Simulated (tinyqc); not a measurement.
# Level and width from two currents at zero temperature

Inverse problem. In a resonant-tunnelling diode at zero temperature a sharp resonance at Er = E0 - alpha V between the emitter band edge and Ef carries J = K (pi/2) G Tp (Ef - Er), K = q^3 mw m0/(2 pi^2 hbar^3) (times 1e-4 for A/cm^2 per eV^2), with G its full width and Tp its peak transmission, G Tp taken as constant, and no back flow. Find G Tp and E0.

Parameters, values chosen for the exercise; masses and offsets of a made-up heterostructure:
```
symbol  value  unit                                               meaning
mw       0.22    m0                 mass in the well, spacer and contacts
Ef        0.2    eV  Fermi energy of both contacts above their band edges
alpha    0.29                               share of the bias at the well
```

Constants: q = 1.602176634e-19 C, hbar = 1.054571817e-34 J s, m0 = 9.1093837015e-31 kg. Results are converted to the units shown.

J at V = 0.57 and 1 V (kA/cm^2): 465.57404  2209.0300

Solution. J is linear in V: the slope gives G Tp, and the onset V0, where the line meets zero, gives E0 = Ef + alpha V0.

G Tp = 2.50 meV
E0 = 0.332 eV

Numbers from tinyqc (`OMP_NUM_THREADS=1 python tinyqc.py 2600151 2600152 out.jsonl`; about 0.3 s on one thread of a shared Intel Xeon 2.30GHz).
